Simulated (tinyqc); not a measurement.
Two-sublattice mean-field magnet: ferrimagnet, compensation points and susceptibility: one step, computed by the program tinyqc. Command: `OMP_NUM_THREADS=1 python tinyqc.py 3006988 3006989 out.jsonl ferri walk`. One thread of a shared host (Intel(R) Xeon(R) Processor @ 2.30GHz), about 0.01 s of CPU time with the checks.

A random alloy A(1-x)B(x) with H = -sum over pairs J S_i.S_j. a = <S_A> and b = <S_B> are taken along z, a > 0. Exchange fields: h_A = (1 - x) zJ_AA a + x zJ_AB b, h_B = (1 - x) zJ_AB a + x zJ_BB b; a = S_A B_(S_A)(S_A h_A/(k_B T)) and likewise for b, with the Brillouin function B_S(y) = [(2S + 1)/(2S)] coth[(2S + 1) y/(2S)] - [1/(2S)] coth[y/(2S)].

Question. First step. Start from a = S_A, b = -S_B and apply the equations once.

Inputs (values chosen for the exercise, for a model ferrimagnet):

| quantity | value | unit |
|---|---|---|
| spin S_A | 1.5 | - |
| spin S_B | 1.5 | - |
| fraction x of B sites | 0.34 | - |
| z J_AA | 77.4 | meV |
| z J_BB | 4.6 | meV |
| z J_AB | -14 | meV |

T = 587.8602 K

Constants: k_B = 8.617333262e-05 eV/K.

Give: h_A; h_B; new a; new b.

Answer.

h_A = 83.766 meV

h_B = -16.206 meV

new a = 1.269

new b = -0.3887
